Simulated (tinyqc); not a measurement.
Rise against time: self-heating of a transistor with one or more fingers, with temperature-dependent conductivity. Computed by tinyqc, a small Python program. Command: `OMP_NUM_THREADS=1 python tinyqc.py 3030267 3030268 out.jsonl selfheat walk`. One thread of a shared host (Intel(R) Xeon(R) Processor @ 2.30GHz), about 0.07 s of CPU time with the checks.

N long parallel fingers lie on the top face of a slab whose bottom is held at T_0; the top is otherwise insulated, and heat flows in two dimensions. P in W/mm is 1000 P in W/m.

Inputs (values chosen for the exercise, modelled on gallium arsenide):
```
quantity                                      value           unit
conductivity at the base temperature kappa_0   46.1        W/(m K)
power per gate width P                          0.4           W/mm
fingers N                                         3              -
finger pitch s                                   16     micrometre
width of the heat source w                     0.13     micrometre
substrate thickness t                           120     micrometre
phonon free path Lambda                          66             nm
heat capacity C                                1.67  1e6 J/(m^3 K)
pulse length                                     77    microsecond
```

Power: power rises with temperature.

Method:
- A line source of power P on the top face raises the top at distance x by (P/(pi kappa_0)) g(x), g(x) = -ln tanh(pi x/(4 t)) (the image sum for the slab). On a strip of width w the centre sees the mean of g over the strip, g_0 = 1 + ln(8 t/(pi w)) for w much below t.
- theta_i = (P/(pi kappa_0)) [g_0 + sum over j != i of g(|i - j| s)], with equal powers and constant conductivity; thermal resistance = largest theta/P.
- After switching on, theta(tau) = (P D/kappa_0) int_0^tau X(u) Z(u) du at the hottest finger, D = kappa_0/C; X = sum over fingers at distance x of [erf((x + w/2)/r) - erf((x - w/2)/r)]/(2 w), Z = sum_(j=-200..200) (-1)^j exp(-(2 j t/r)^2)/sqrt(pi D u), r = 2 sqrt(D u); trapezoid rule on 300 points evenly spaced in ln u from u_0 = 1e-3 min(tau, w^2/D) to tau, plus the exact piece 2 sqrt(u_0/(pi D))/w below u_0. Conductivity and power are held at their base values here, and Fourier's law is used even where the diffusion length is near a phonon free path.

diffusivity D = 27.6048 micrometre^2/microsecond

theta of each finger (K): 34.8010  36.6855  34.8010

largest theta = 36.6855 K

Heating curve:
```
time (microsecond)  sqrt(D time) (micrometre)  rise (K)  share of the steady rise
5.20e-04                              0.11981    5.6017                    0.1527
0.0052                                0.37887    8.7513                    0.2386
0.052                                  1.1981    11.928                    0.3251
0.52                                   3.7887    15.114                     0.412
5.2                                    11.981    20.031                     0.546
26                                     26.790    25.833                    0.7042
100                                    52.540    31.229                    0.8513
310                                    92.507    35.251                    0.9609
780                                    146.74    36.576                     0.997
```

What does the comparison show, and why?

Half the steady rise is reached between 0.52 and 5.2 microseconds, and the last row holds 99.7 % of it; the slowest time constant is 4 t^2/(pi^2 D) = 211 microseconds. While the diffusion length lies between w and the pitch or thickness, the rise grows as the logarithm of time; once it nears the pitch of 16 micrometre the neighbours add their heat. Caution: the source is narrower than two phonon free paths, so the Fourier result understates the rise at the source.

Extremes, crossings and ranges named in words are read from the listed rows.
